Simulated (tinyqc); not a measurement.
Deal-Grove kinetics of thermal oxidation of silicon: one step, computed by the program tinyqc.

Oxidant diffuses through the oxide and reacts at the interface, so that dx/dt = B/(A + 2x) for the oxide thickness x.

Task: Two steps, the one at T2 first. B = B0 p exp(-E_B/(k_B T)), B/A = (B/A)0 p^m exp(-E_A/(k_B T)), p in atm; A = B/(B/A). Temperatures in kelvin are T(C) + 273.15. tau = (x_i^2 + A x_i)/B and x = (A/2) [sqrt(1 + 4 B (t + tau)/A^2) - 1], the root of x^2 + A x = B (t + tau). First t2 at T2 from x_i, then t at T from the thickness reached.

Inputs (values chosen for the exercise, close to those used for silicon):

| quantity | value | unit |
|---|---|---|
| prefactor B0 | 727 | um^2/h |
| activation energy E_B | 1.24 | eV |
| prefactor (B/A)0 | 5.6e+06 | um/h |
| activation energy E_A | 2.01 | eV |
| temperature T | 975 | C |
| oxidant pressure p | 1 | atm |
| pressure exponent m of B/A | 0.73 | - |
| initial oxide x_i | 0.005 | um |
| time t | 1.8 | h |
| temperature of step 2, T2 | 850 | C |
| time of step 2, t2 | 4.6 | h |

Ambient: dry oxygen. Surface: (111). Extension: second step.

length A = 0.1668980 um

parabolic constant B = 0.007155900 um^2/h

Constants: k_B = 8.617333262e-05 eV/K.

Give: thickness after t2 at T2; final thickness in this order.

Result:

thickness after t2 at T2 = 0.02765 um

final thickness in this order = 0.07537 um
